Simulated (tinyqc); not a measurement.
From bulk modulus B back to unlike repulsion lambda: Born-Mayer model of an ionic crystal AB. Computed by tinyqc, a small Python program. Command: `OMP_NUM_THREADS=1 python tinyqc.py 3017668 3017669 out.jsonl bornmayer inv`. One thread of a shared host (Intel(R) Xeon(R) Processor @ 2.30GHz), about 0.02 s of CPU time with the checks.

Energies are per ion pair and r is the nearest distance of unlike ions.

Inputs (values chosen for the exercise, for a model salt):
```
quantity                        value           unit
ionic charge z                      1              -
range rho                       0.316       angstrom
like repulsion lambda2            151             eV
dispersion C between like ions     23  eV angstrom^6
```

Structure: caesium chloride. Short range: with like-ion terms.

Constants: e^2/(4 pi eps_0) = 14.39964548 eV angstrom; 1 eV/angstrom^3 = 160.2176634 GPa.

Method:
- Madelung constant M, unlike neighbours z1, like neighbours z2 at f r, volume per pair: rock salt 1.747565, 6, 12, sqrt2, 2 r^3; caesium chloride 1.762675, 8, 6, 2/sqrt3, 8 r^3/(3 sqrt3); zinc blende 1.638055, 4, 12, sqrt(8/3), 16 r^3/(3 sqrt3).
- U(r) = -M z^2 e^2/(4 pi eps_0 r) + z1 lambda exp(-r/rho) + z2 [lambda2 exp(-f r/rho) - C/(f r)^6] (one mean like-ion term for both sublattices).
- Newton steps on g(r) = U'(r), from r = 9 rho: r(new) = r - U'(r)/U''(r), with the move limited to 0.3 angstrom. Where U'' is negative, move 0.3 angstrom downhill. Stop when |U'| is below 1e-9.
- B = U''(r0)/(9 c r0), with the volume written as c r^3.

Problem. A run gave the result below. Find the unlike repulsion lambda, known to lie between 3900 and 9600 eV.

bulk modulus B = 17.85748 GPa

Solution.

Each step takes the trial c = (a f_b - b f_a)/(f_b - f_a), f being the result less the target and a, b, c the logarithms of the listed values; c replaces end b, the old b replaces a if the sign of f changed, and otherwise f_a is halved.

Scan of the range:
```
unlike repulsion lambda (eV)  bulk modulus B (GPa)
3900                                       19.9604
4530                                       19.0102
5270                                       18.1146
6120                                       17.2877
7110                                       16.5117
8260                                       15.7845
9600                                       15.1004
```

False position (Illinois rule, in the logarithm of the input) inside the bracket:
```
step    end a    end b    trial  bulk modulus B (GPa)
1     5270.00  6120.00  5520.87               17.8515
2     5270.00  5520.87  5509.52               17.8631
3     5520.87  5509.52  5515.00               17.8575
4     5509.52  5515.00  5515.00               17.8575
```

Bulk modulus B falls at every point of a 13-point scan of the range (every second point is shown), so one value fits; it is bracketed by 5270 and 6120. Answer: unlike repulsion lambda = 5515 eV.
